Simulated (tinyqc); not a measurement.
Mass and g factor above the band edge: five-level k.p model folded onto the conduction band.

Second-order sums for the lowest conduction level at E: 1/m = 1 + Cm + (Ep/3)(2/E + 1/(E + Dso)) - (Ep2/3)(2/(E7 + D2 - E) + 1/(E7 - E)); g/2 = 1 + Cg - (Ep/3)(1/E - 1/(E + Dso)) - (Ep2/3)(1/(E7 - E) - 1/(E7 + D2 - E)). E is counted from the top of the valence band; E = Eg at the edge.

Values chosen for the exercise (near those of GaAs; the results hold for these values, not for the real material):

| symbol | value | unit | meaning |
|---|---|---|---|
| Eg | 1.513 | eV | gap at Gamma to the s-like level |
| Dso | 0.343 | eV | spin-orbit splitting |
| Ep | 25.9 | eV | Kane energy |
| E7 | 4.56 | eV | upper Gamma7 conduction level, from the valence top |
| D2 | 0.16 | eV | its spin-orbit splitting, Gamma8 above Gamma7 |
| Ep2 | 5.1 | eV | Kane energy to the upper levels |
| Cm | -0.8 |  | remote term in 1/m |
| Cg | -0.02 |  | remote term in g/2 |

The sums are evaluated at E = Eg + dE, as is done for confined or hot electrons.

Results:

| dE (meV) | m(E) | g(E) | m(E)/m(Eg) | 1 + dE/Eg |
|---|---|---|---|---|
| 0 | 0.0683 | -0.205 | 1.0000 | 1.0000 |
| 20 | 0.0693 | -0.156 | 1.0145 | 1.0132 |
| 50 | 0.0708 | -0.086 | 1.0363 | 1.0330 |
| 150 | 0.0758 | 0.123 | 1.1106 | 1.0991 |
| 200 | 0.0784 | 0.215 | 1.1486 | 1.1322 |
| 300 | 0.0838 | 0.377 | 1.2266 | 1.1983 |

Give the missing row, dE (meV) = 100.

Computed row:
```
dE (meV)    m(E)   g(E)  m(E)/m(Eg)  1 + dE/Eg
100       0.0733  0.023      1.0732     1.0661
```

Over 300 meV the mass grows by 22.7 %, against 19.8 % for two levels alone, and g moves from -0.205 to 0.377, crossing zero near dE = 89 meV.

Program tinyqc; command `OMP_NUM_THREADS=1 python tinyqc.py 1080502 1080503 out.jsonl`; about 0.01 s on one thread of a shared Intel(R) Xeon(R) Processor @ 2.30GHz.
